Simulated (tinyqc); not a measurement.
Adsorption as a lattice gas: isotherms with interactions, competition, desorption peaks and saturation dose: one step, computed by the program tinyqc. Command: `OMP_NUM_THREADS=1 python tinyqc.py 3009931 3009932 out.jsonl adsorb walk`. One thread of a shared host (Intel(R) Xeon(R) Processor @ 2.30GHz), about 0.2 s of CPU time with the checks.

One adsorbate per site; a molecule needs 1 empty site. Gas and surface have the same temperature.

Question. Coverage with interactions. With u = w/(k_B T). Mean field: theta/(1 - theta) = y exp(-z u theta). Quasi-chemical: theta/(1 - theta) = y [(r - 1 + 2 theta)(1 - theta)/((r + 1 - 2 theta) theta)]^(-z/2) exp(-z u/2), r = sqrt(1 - 4 theta (1 - theta)(1 - exp(-u))).

Inputs (values chosen for the exercise, for a model surface): pair energy w (positive repels) = -0.016 eV; neighbours z = 4; temperature T = 537 K.

Adsorption: molecular (first order).

y = 2.484650

Constants: k_B = 8.617333262e-05 eV/K.

Give: u; coverage, mean field; coverage, quasi-chemical.

Answer.

u = -0.34576

coverage, mean field = 0.89555

coverage, quasi-chemical = 0.89351
